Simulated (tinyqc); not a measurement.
From results back to parameters: band offset of a heterojunction with an interface dipole (two-band chains, self-consistent charge). Four cases, with inputs chosen for the exercise.

Problem. D0 is the offset of the mid-gaps without dipole, chi the charge moved per eV of offset and u the potential step per electron moved. In linear response the valence offset is S D0 - (G2 - G1)/2 with S = 1/(1 + u chi/2). Two interfaces between the same crystals differ in D0 by a known amount, as from a layer of fixed dipoles; their offsets come from hidden S and D0.

Find: S; D0 of the first; u.

Method. S is the change of the offset over the change of D0; then D0 = (offset + (G2 - G1)/2)/S and u = 2 (1/S - 1)/chi.

Case 1.

Values chosen (out of a larger set: gaps near those of Si and HfO2; the chains and D0 are free models, so the offsets are not those of the real pair; not measured data): G1 = 1.15 eV (gap on the left); G2 = 5.83 eV (gap on the right).

chi = 0.12744 1/eV

valence offsets (eV): first -2.65542, second -1.68663

D0(second) - D0(first) = 1.29 eV

Solution.

S = 0.751
D0 of the first = -0.42 eV
u = 5.2 eV

Case 2.

Values chosen (out of a larger set: gaps near those of InGaAs and InP; the chains and D0 are free models, so the offsets are not those of the real pair; not measured data): G1 = 0.75 eV (gap on the left); G2 = 1.32 eV (gap on the right).

chi = 0.51942 1/eV

valence offsets (eV): first -0.57308, second -0.05232

D0(second) - D0(first) = 0.94 eV

Solution.

S = 0.554
D0 of the first = -0.52 eV
u = 3.1 eV

Case 3.

Values chosen (out of a larger set: gaps near those of SiC and SiO2; the chains and D0 are free models, so the offsets are not those of the real pair; not measured data): G1 = 3.12 eV (gap on the left); G2 = 8.6 eV (gap on the right).

chi = 0.05264 1/eV

valence offsets (eV): first -2.84776, second -2.40774

D0(second) - D0(first) = 0.49 eV

Solution.

S = 0.898
D0 of the first = -0.12 eV
u = 4.3 eV

Case 4.

Values chosen (out of a larger set: gaps near those of SiC and SiO2; the chains and D0 are free models, so the offsets are not those of the real pair; not measured data): G1 = 3.35 eV (gap on the left); G2 = 9.18 eV (gap on the right).

chi = 0.05340 1/eV

valence offsets (eV): first -3.43302, second -2.29162

D0(second) - D0(first) = 1.30 eV

Solution.

S = 0.878
D0 of the first = -0.59 eV
u = 5.2 eV

Computed by tinyqc, one run a case: `OMP_NUM_THREADS=1 python tinyqc.py N N+1 out.jsonl` with N = 1482171, 1482226, 1482249, 1482288; one thread of a shared Intel(R) Xeon(R) Processor @ 2.30GHz, about 0.5 s a run at most.
